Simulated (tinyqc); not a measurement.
What each change does: conductance of a narrow metal strip with scatterers (square lattice, Green functions).

A strip of W sites across with hard walls, site energy 0 and hopping -t. Mode n = 1 to W has profile chi_n(j) = sqrt(2/(W + 1)) sin(n j pi/(W + 1)) and energy en = -2t cos(n pi/(W + 1)); E = en - 2t cos(kn a). With z_n = exp(i kn a) (Im k > 0 for closed modes, |z| < 1) each lead gives the self-energy -t z_n in mode n. One column carries the site energies v, here a uniform barrier across the strip, as of a grain boundary. In the mode basis V_nm = sum_j chi_n(j) v_j chi_m(j), G = (E - en + 2 t z_n - V)^-1, and t_nm = 2t sqrt(sin(kn a) sin(km a)) G_nm in size for open modes. T = sum |t_nm|^2, conductance (2e^2/h) T.

Constants: e^2/h = 3.874045865e-05 S.

Values chosen for the exercise (hopping and spacing of the size met in Cu or Al; the lattice is a model; the results hold for these values, not for the real material): t = 1.34 eV (hopping); W = 5 (sites across); E = 0.93 eV (Fermi energy); v = (1.1, 1.1, 1.1, 1.1, 1.1) eV (site energies in the scattering column).

Open modes M, T and the added resistance (1/T - 1/M)/(2 e^2/h).

Results for these values:
```
case,M,T,added resistance (ohm)
base,4,3.1312,895
```

What happens to each result for E = 1.04 eV, all else kept?

Answer: M does not change at the printed digits; T falls from 3.1312 to 3.0660; added resistance rises from 895 to 983.

The same for each parameter in turn:
```
case,M,T,added resistance (ohm)
base,4,3.1312,895
t = 1.394 eV,4,3.1967,811
E = 1.04 eV,4,3.0660,983
"v = (1.43, 1.43, 1.43, 1.43, 1.43) eV",4,2.7474,1471
```

tinyqc: `OMP_NUM_THREADS=1 python tinyqc.py 1450567 1450568 out.jsonl`; about 0.01 s, one thread, shared Intel(R) Xeon(R) Processor @ 2.30GHz.
